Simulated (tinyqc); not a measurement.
Worked calculation: plane-wave Kohn-Sham cycle with exchange-only LDA in a layered model solid. One step of it, computed by the program tinyqc.

Task: Iteration 2: potential. V_H(G) = 4 pi rho(G)/G^2 for G != 0 (uniform background); v_x = -(3 rho/pi)^(1/3); V = V_ext + V_H + v_x; Fourier components f(G_m) = (1/N) sum_j f(x_j) exp(-i G_m x_j).

A solid whose potential varies along x alone (atomic units):
```
parameter                      value
period a                    4.700000
cross-section of the cell  18.000000
electrons per cell                 4
grid points                       16
plane waves -n..n, n               2
k points                           1
V1 in V1 cos(2 pi x/a)     -0.250000
V2 in V2 cos(4 pi x/a)      0.130000
```

density after iteration 1 (e/bohr^3): 0.04073581  0.04449140  0.05284831  0.05944052  0.05933139  0.05219183  0.04175442  0.03300155  0.02964656  0.03300155  0.04175442  0.05219183  0.05933139  0.05944052  0.05284831  0.04449140

Give: Potentials on the grid; V(G_m), m = 0, 1, 2, ....

Result:

Potentials on the grid (hartree):
```
x         V_ext      V_H      v_x        V
0.0000  -0.1200   0.0249  -0.3388  -0.4339
0.2938  -0.1390   0.0281  -0.3489  -0.4598
0.5875  -0.1768   0.0339  -0.3695  -0.5124
0.8812  -0.1876   0.0338  -0.3843  -0.5381
1.1750  -0.1300   0.0212  -0.3841  -0.4929
1.4688   0.0037  -0.0038  -0.3680  -0.3681
1.7625   0.1768  -0.0339  -0.3416  -0.1988
2.0562   0.3229  -0.0581  -0.3159  -0.0511
2.3500   0.3800  -0.0674  -0.3048   0.0078
2.6437   0.3229  -0.0581  -0.3159  -0.0511
2.9375   0.1768  -0.0339  -0.3416  -0.1988
3.2313   0.0037  -0.0038  -0.3680  -0.3681
3.5250  -0.1300   0.0212  -0.3841  -0.4929
3.8188  -0.1876   0.0338  -0.3843  -0.5381
4.1125  -0.1768   0.0339  -0.3695  -0.5124
4.4062  -0.1390   0.0281  -0.3489  -0.4598
```

V(G_m), m = 0, 1, 2, ... (hartree): -0.3543  -0.1107  0.0699  0.0002  0.0007
